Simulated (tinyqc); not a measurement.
Changing the defect mass M': vibrations of a mass or spring defect in a linear chain. Computed by tinyqc, a small Python program. Command: `OMP_NUM_THREADS=1 python tinyqc.py 3023004 3023005 out.jsonl localmode sweep`. One thread of a shared host (Intel(R) Xeon(R) Processor @ 2.30GHz), about 0.05 s of CPU time with the checks.

A ring of N atoms with nearest-neighbour springs k and motion along the chain. Atom 1 is the defect, of mass M', and its two springs are k'. Odd sites are A (the defect replaces an A atom), even sites B.

Inputs (values chosen for the exercise, for a model chain): spring constant k = 5.51 eV/angstrom^2; mass M_A = 106 u; mass M_B = 161 u; spring ratio k'/k at the defect = 1.

Host: diatomic.

Constants: nu for 1 eV/(angstrom^2 u) = 15.6333042 THz.

Method:
- Host bands: lambda from 0 to 2k/M(heavy) and from 2k/M(light) to 2k (1/M_A + 1/M_B).
- nu = 15.6333042 THz x sqrt(lambda), lambda in eV/(angstrom^2 u).
- D_ii = (sum of the two springs at i)/M_i, D_ij = -k_ij/sqrt(M_i M_j) for neighbours, closed into a ring.
- The same matrix for 120 atoms; amplitudes are the mass-weighted eigenvector, in size, relative to the defect, for the highest mode; its weight is the squared component of the normalised eigenvector on the defect.

One run for each value; columns: (1) defect mass M' (u); (2) ratio to the top of the host band; (3) weight of the highest mode on the defect; (4) highest frequency, long ring (THz):
```
(1)      (2)        (3)    (4)
4.2    3.927  9.868e-01  25.49
6.7    3.121  9.787e-01  20.26
11.0   2.453  9.646e-01  15.92
17.0   1.992  9.440e-01  12.93
27.0   1.608  9.070e-01  10.44
42.0   1.324  8.424e-01   8.60
67.0   1.105  6.826e-01   7.17
110.0  1.000  9.358e-04   6.49
170.0  1.000  9.243e-06   6.49
260.0  1.000  2.489e-06   6.49
```

Over the rows, ratio to the top of the host band falls from 3.93 to 1.000; weight of the highest mode on the defect falls from 0.987 to 2.49e-6 (exponent d ln y / d ln x -0.018 between the first rows and -3.1 between the last); highest frequency, long ring (THz) falls from 25.5 to 6.49. At the low end the exponent of highest frequency, long ring is -0.49, close to -0.50: a very light atom vibrates against nearly fixed neighbours. At the high end the exponent of highest frequency, long ring is 0.00, close to 0: the defect atom hardly takes part in the top mode. A mode above the band (ratio over 1.0005) appears for M' up to 67.0 u among these rows, 0.63 of the mass replaced.

Extremes, crossings and ranges named in words are read from the listed rows.
